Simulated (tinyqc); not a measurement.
Nudged elastic band on a two-dimensional model surface: one step, computed by the program tinyqc.

V(x, y) = h u^2 + t x + (kappa/2)(y + c u)^2 with u = x^2/w^2 - 1; the path runs from the minimum near (-w, 0) to that near (w, 0).

Question. Stationary points. Newton steps x(new) = x - H^-1 grad V (moves limited to 0.3 angstrom) from (-w, 0), (w, 0) and (0, c) give the two minima and the saddle.

Inputs (values chosen for the exercise, for a model surface): height h = 0.71 eV; half width w = 0.96 angstrom; transverse stiffness kappa = 3.6 eV/angstrom^2; curvature c = 0.68 angstrom; tilt t = -0.2 eV/angstrom.

Surface: curved double well. Climbing image: off.

Give: positions; energies; barrier from the start.

Answer.

positions (angstrom), rows start, end, saddle, columns x, y:
```
[[-0.9257, 0.0477],
 [0.9909, -0.0445],
 [-0.0652, 0.6769]]
```

energies (eV): start 0.1886, end -0.1951, saddle 0.7165

barrier from the start = 0.5279 eV
